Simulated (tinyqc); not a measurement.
Inside a calculation. Method: FCI on RHF in the 6-31g basis, for H2, spin multiplicity 1. One step of it, computed by the program tinyqc.

Problem. FCI: determinants and Hamiltonian. Slater-Condon rules over spin orbitals, with the nuclear repulsion added and E(HF) subtracted on the diagonal.

one-electron integrals over orbitals h = C^T H C (hartree):
```
           1          2          3         4
1  -1.160445   0.000000  -0.149606  0.000000
2   0.000000  -0.580217   0.000000  0.201516
3  -0.149606   0.000000  -0.089081  0.000000
4   0.000000   0.201516   0.000000  0.154789
```

Two-electron integrals over orbitals (pq|rs), unique and non-zero (hartree):
```
(11|11) 0.603311    (21|21) 0.094730    (22|11) 0.437917    (22|22) 0.393403
(31|11) 0.149606    (31|22) 0.059780    (31|31) 0.101653    (32|21) -0.005689
(32|32) 0.034500    (33|11) 0.517069    (33|22) 0.391442    (33|31) 0.119543
(33|33) 0.467848    (41|21) -0.081049   (41|32) -0.036479   (41|41) 0.123145
(42|11) -0.141282   (42|22) -0.063942   (42|31) -0.078487   (42|33) -0.109345
(42|42) 0.076083    (43|21) -0.102646   (43|32) -0.018734   (43|41) 0.125824
(43|43) 0.151855    (44|11) 0.610987    (44|22) 0.446404    (44|31) 0.185517
(44|33) 0.541530    (44|42) -0.166716   (44|44) 0.680363
```

nuclear repulsion = 0.60270753 hartree

Hartree-Fock energy = -1.11487199 hartree

Give: determinants; H - E(HF) between determinants.

Solution.

Occupation strings over the orbitals (2 doubly, a alpha, b beta, 0 empty; spin orbitals ordered 1a 1b 2a 2b ...): 2000 ab00 a0b0 a00b ba00 b0a0 b00a 0200 0ab0 0a0b 0ba0 0020 00ab 0b0a 00ba 0002

H - E(HF) between determinants (hartree):
```
        2000    ab00    a0b0    a00b    ba00    b0a0    b00a    0200
2000   0.000   0.000   0.000   0.000   0.000   0.000   0.000   0.095
ab00   0.000   0.415   0.000   0.060  -0.095   0.000   0.081   0.000
a0b0   0.000   0.000   0.985   0.000   0.000  -0.102   0.000  -0.006
a00b   0.000   0.060   0.000   1.323   0.081   0.000  -0.123   0.000
ba00   0.000  -0.095   0.000   0.081   0.415   0.000   0.060   0.000
b0a0   0.000   0.000  -0.102   0.000   0.000   0.985   0.000   0.006
b00a   0.000   0.081   0.000  -0.123   0.060   0.000   1.323   0.000
0200   0.095   0.000  -0.006   0.000   0.000   0.006   0.000   0.951
0ab0   0.000  -0.006   0.000  -0.103   0.090   0.000   0.078   0.000
0a0b  -0.081   0.000  -0.103   0.000   0.000   0.036   0.000   0.138
0ba0   0.000   0.090   0.000   0.078  -0.006   0.000  -0.103   0.000
0020   0.102   0.000  -0.030   0.000   0.000   0.030   0.000   0.035
00ab   0.000  -0.078   0.000   0.036   0.036   0.000  -0.126   0.000
0b0a   0.081   0.000   0.036   0.000   0.000  -0.103   0.000  -0.138
00ba   0.000   0.036   0.000  -0.126  -0.078   0.000   0.036   0.000
0002   0.123   0.000   0.126   0.000   0.000  -0.126   0.000   0.076

        0ab0    0a0b    0ba0    0020    00ab    0b0a    00ba    0002
2000   0.000  -0.081   0.000   0.102   0.000   0.081   0.000   0.123
ab00  -0.006   0.000   0.090   0.000  -0.078   0.000   0.036   0.000
a0b0   0.000  -0.103   0.000  -0.030   0.000   0.036   0.000   0.126
a00b  -0.103   0.000   0.078   0.000   0.036   0.000  -0.126   0.000
ba00   0.090   0.000  -0.006   0.000   0.036   0.000  -0.078   0.000
b0a0   0.000   0.036   0.000   0.030   0.000  -0.103   0.000  -0.126
b00a   0.078   0.000  -0.103   0.000  -0.126   0.000   0.036   0.000
0200   0.000   0.138   0.000   0.035   0.000  -0.138   0.000   0.076
0ab0   1.440   0.000  -0.035   0.000  -0.019   0.000  -0.092   0.000
0a0b   0.000   1.739   0.000  -0.019   0.000  -0.076   0.000   0.035
0ba0  -0.035   0.000   1.440   0.000  -0.092   0.000  -0.019   0.000
0020   0.000  -0.019   0.000   2.007   0.000   0.019   0.000   0.152
00ab  -0.019   0.000  -0.092   0.000   2.325   0.000  -0.152   0.000
0b0a   0.000  -0.076   0.000   0.019   0.000   1.739   0.000  -0.035
00ba  -0.092   0.000  -0.019   0.000  -0.152   0.000   2.325   0.000
0002   0.000   0.035   0.000   0.152   0.000  -0.035   0.000   2.708
```
